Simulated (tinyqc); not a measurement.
## Trap density and scattering coefficient from 1/f noise

Question. f S = K0 (1 + ac mu Cox I/gm)^2 with K0 = q^2 Vt lt Nt/(W L Cox^2), Vt in eV and Nt per eV. Find K0, Nt and ac.

Inputs (values chosen for the exercise):
```
symbol  value        unit                           meaning
T         350           K                       temperature
L         130          nm                       gate length
W          80          um                  total gate width
Cox      2.04     uF/cm^2                  gate capacitance
mu        150  cm^2/(V s)                          mobility
lt        0.1          nm  tunnelling length into the oxide
```

Constants: q = 1.602176634e-19 C, kB = 1.380649e-23 J/K, Vt = kB T/q. Results are converted to the units shown.

I/gm at two biases (V): [0.0398368101, 0.231370894]
f S at these biases (V^2): [3.65190170e-11, 4.99588479e-11]

Answer. sqrt(f S) is linear in I/gm: the intercept is sqrt(K0), and slope over intercept is ac mu Cox.

K0 = 3.40e-11 V^2
Nt = 1.90e18 cm^-3 eV^-1
ac = 3.00e3 V s/C

Program tinyqc, `OMP_NUM_THREADS=1 python tinyqc.py 2150142 2150143 out.jsonl`; Intel Xeon 2.30GHz, shared host, one thread, about 0.01 s.
